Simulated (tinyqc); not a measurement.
Spectral response: phonon-assisted absorption at an indirect gap.

alpha(E) = sum_j A_j [N_j (E - Eg + w_j)^2 + (N_j + 1)(E - Eg - w_j)^2], each bracket counted only where its base is positive; N_j = 1/(exp(w_j/kB T) - 1). The first term absorbs a phonon and the second emits one; excitons and direct transitions are left out.

Photodiode (Gaertner form with a dead layer): QE = (1 - R) exp(-alpha xj) [1 - exp(-alpha W)/(1 + alpha L)], R = ((nr - 1)/(nr + 1))^2; responsivity = QE/E in A/W for E in eV.

Constants: kB = 8.617333262e-05 eV/K.

Parameters, chosen for this exercise (loosely those of Si at room temperature; Eg is not tied to T; the results hold for these values, not for the real material): Eg = 1.14 eV (indirect gap, held fixed unless listed); w = (55.8, 19) meV (two zone-edge phonons); A = (2400, 320) 1/(cm eV^2) (their strengths); T = 300 K; nr = 3.57 (refractive index); xj = 0.064 micrometre (dead layer at the surface); W = 0.82 micrometre (depleted width); L = 44 micrometre (minority diffusion length below it).

Response:

| E (eV) | wavelength (nm) | alpha (1/cm) | 1/alpha (micrometre) | dead layer | collected | QE | A/W |
|---|---|---|---|---|---|---|---|
| 1.16 | 1069 | 2.25 | 4.44e+03 | 1.000 | 0.010 | 0.007 | 0.006 |
| 1.26 | 984 | 32.8 | 305 | 1.000 | 0.129 | 0.088 | 0.070 |
| 1.34 | 925 | 111 | 89.9 | 0.999 | 0.335 | 0.229 | 0.171 |
| 1.44 | 861 | 280 | 35.7 | 0.998 | 0.562 | 0.384 | 0.266 |
| 1.59 | 780 | 681 | 14.7 | 0.996 | 0.763 | 0.520 | 0.327 |
| 1.79 | 693 | 1.49e+03 | 6.71 | 0.991 | 0.883 | 0.598 | 0.334 |
| 2.04 | 608 | 2.95e+03 | 3.39 | 0.981 | 0.944 | 0.633 | 0.310 |
| 2.34 | 530 | 5.34e+03 | 1.87 | 0.966 | 0.974 | 0.643 | 0.275 |
| 2.74 | 452 | 9.64e+03 | 1.04 | 0.940 | 0.990 | 0.636 | 0.232 |

Give the missing row, E (eV) = 1.20.

Computed row:
```
E (eV)  wavelength (nm)  alpha (1/cm)  1/alpha (micrometre)  dead layer  collected     QE    A/W
1.20               1033          7.12              1.40e+03       1.000      0.031  0.021  0.018
```

QE is highest, 0.643, at 2.34 eV of those listed and the responsivity at 1.79 eV; reflection alone caps QE at 0.684. Near the gap weak absorption limits it (collected share 0.010); at the top the dead layer passes 0.940. Far above the gap the quadratic law and a constant index are only rough.

Computed by tinyqc, a small Python program: `OMP_NUM_THREADS=1 python tinyqc.py 1651058 1651059 out.jsonl` (the numbers bound the seed that draws the inputs); one thread of a shared host (Intel(R) Xeon(R) Processor @ 2.30GHz), about 0.01 s for the whole set of steps.
